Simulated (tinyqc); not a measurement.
# Band bending at a free surface with one surface level, surface photovoltage and Kelvin probe: what changes with what

n-type bulk, xi = Ec - EF = Vt ln(Nc/Nd), p0 = ni^2/Nd, ni = sqrt(Nc Nv) exp(-Eg/(2 Vt)), Eg in volts. b is the upward band bending, u = b/Vt. Space charge per area, in units of q: Qc = sign(b) sqrt((2 eps0 eps_r Vt/q) [(Nd + dn)(exp(-u) - 1) + Nd u + (p0 + dn)(exp(u) - 1)]), with dn the excess density under light (flat quasi-Fermi levels; 0 in the dark). The level holds -Ns f, f = 1/(1 + exp((xi + b - Es)/Vt)). Neutrality: Qc + Qf + (charge of the states) = 0.

Values chosen for this exercise; band and dielectric values close to those of gallium arsenide: temperature T = 300 K; band gap Eg = 1.4 eV; relative permittivity eps_r = 12.8; conduction-band density of states at T Nc = 4.31e17 cm^-3; valence-band density of states at T Nv = 8.97e18 cm^-3; electron affinity chi = 4.01 eV; donor density Nd = 4.3e16 cm^-3; fixed positive charge at the surface Qf = 1.2e11 cm^-2; work function of the probe tip pt = 5.09 eV; density of an acceptor-like surface level Ns = 4.2e12 cm^-2; its depth below the conduction edge Es = 0.77 eV.

Constants: q = 1.602176634e-19 C, kB = 1.380649e-23 J/K, Vt = kB T/q, eps0 = 8.8541878128e-14 F/cm where lengths are in cm. Results are converted to the units shown.

Each table varies one quantity; the others keep the values above.

## Photovoltage against injection

Under chopped light the surface charge keeps its dark value, so b falls to bL with Qc(bL, dn) = Qc(b, 0); the photovoltage is b - bL.

Photovoltage against injection:
```
dn (cm^-3)	bL (V)	photovoltage (mV)	share of b removed (%)
4e7	0.5853	163.3	21.81
4e8	0.5329	215.6	28.80
4e9	0.4791	269.4	35.99
4e10	0.4244	324.1	43.30
4e11	0.3690	379.5	50.71
3.9e12	0.3136	434.9	58.10
3.9e13	0.2572	491.3	65.63
3.9e14	0.2005	548.0	73.21
3.9e15	0.1437	604.8	80.80
3.9e16	0.08801	660.5	88.24
3.9e17	0.04049	708.0	94.59
```

The photovoltage rises from 163 to 708 mV, towards the full b = 749 mV. Its steepest rise is 56.8 mV a decade (Vt ln 10 = 59.5 mV), and it reaches 94.6 % of b in the last row: even strong light does not flatten the bands fully, so a saturation reading understates b. For dn = 3.9e17 the injection is high, and a Dember voltage, left out here, adds to the signal.

## Pinning by the surface states

Same model as above.

b solves the neutrality condition in the dark.

Pinning by the surface states:
```
Ns (cm^-2)	b (V)	xi + b (eV)	Qc (cm^-2)
2.4e10	-0.02373	0.03586	-9.600e10
6.7e10	-0.01405	0.04553	-5.300e10
1.8e11	0.01971	0.07929	6.000e10
5.1e11	0.2759	0.3355	3.900e11
1.4e12	0.7057	0.7653	6.431e11
3.9e12	0.7462	0.8058	6.620e11
1.1e13	0.7764	0.8360	6.757e11
2.9e13	0.8023	0.8619	6.873e11
8.1e13	0.8289	0.8885	6.990e11
```

What does the table show?

b rises from -0.0237 to 0.829 V. The level is over 95 % full (Qc near Ns - Qf) in the 4 rows with xi + b more than 3 Vt short of Es = 0.77 eV. Beyond that it empties, and between the last two rows b gains only 59.7 mV a decade.

## Kelvin-probe contrast of the doping

Same model as above.

Work function chi + xi + b; contact potential difference CPD = (work function of the sample) - pt.

Kelvin-probe contrast of the doping:
```
Nd (cm^-3)	xi (eV)	b (V)	CPD (mV)
1.3e14	0.20956	0.64498	-225.46
2.9e14	0.18882	0.66284	-228.34
6.4e14	0.16836	0.67951	-232.13
1.4e15	0.14812	0.69491	-236.96
3.2e15	0.12675	0.70993	-243.32
7e15	0.10652	0.72294	-250.54
1.6e16	0.085144	0.73540	-259.46
3.5e16	0.064908	0.74595	-269.14
```

Read the table: what changes, and by how much?

xi falls by 145 mV over the table and the CPD by 43.7 mV; b rises from 0.645 to 0.746 V. Between the first two rows the CPD follows 13.9 % of the change of xi, and between the last two 47.9 %. It is below 100 % where b rises with the doping (pinning hides it).

Computed by the program tinyqc: `OMP_NUM_THREADS=1 python tinyqc.py 2430107 2430108 out.jsonl`, one thread of a shared Intel Xeon 2.30GHz, about 0.01 s for the whole run.
